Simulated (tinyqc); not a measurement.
## Gate voltage for a given inversion charge

Inverse problem. p-type body, charge-sheet picture, depletion and inversion only, full ionisation (an idealisation for deep acceptors), Boltzmann statistics (rough once Na exp(x - xn) passes about Nc/7). In units of Vt: xg = (Vg - Vfb)/Vt, x = psi/Vt, G = gamma/sqrt(Vt), xn = (2 phiF + Vc)/Vt. The implicit equation is (xg - x)^2 = G^2 [x - 1 + exp(x - xn)] for x above about 3. Cox = eps0 eox/tox. ni = sqrt(Nc Nv) exp(-Eg/(2 Vt)), Eg in volts; phiF = Vt ln(Na/ni); gamma = sqrt(2 q eps0 eps_r Na)/Cox. N_inv = (Cox Vt G/q) [sqrt(x - 1 + exp(x - xn)) - sqrt(x - 1)]. Find x - xn, psi and Vg.

Parameters, values chosen for the exercise; band and dielectric values close to those of silicon:
```
symbol    value   unit                                                                 meaning
T           300      K                                                             temperature
Eg         1.14     eV                                                                band gap
eps_r      11.6                                                          relative permittivity
Nc      2.83e19  cm^-3                                  conduction-band density of states at T
Nv       2.6e19  cm^-3                                     valence-band density of states at T
eox         3.9         relative permittivity of the gate insulator (close to silicon dioxide)
tox         2.9     nm                                                     insulator thickness
Na       1.5e18  cm^-3                                                        acceptor density
Vfb       -0.55      V                                                       flat-band voltage
Vc            1      V                                                    channel-body voltage
```

Constants: q = 1.602176634e-19 C, kB = 1.380649e-23 J/K, Vt = kB T/q, eps0 = 8.8541878128e-14 F/cm where lengths are in cm. Results are converted to the units shown.

N_inv = 1.2e10 cm^-2

Solution. N_inv rises steadily with x, so it fixes x; the implicit equation then gives xg directly.

x - xn = -1.22
psi = 1.96 V
Vg = 2.23 V

Program tinyqc, `OMP_NUM_THREADS=1 python tinyqc.py 2122047 2122048 out.jsonl`; Intel Xeon 2.30GHz, shared host, one thread, about 0.01 s.
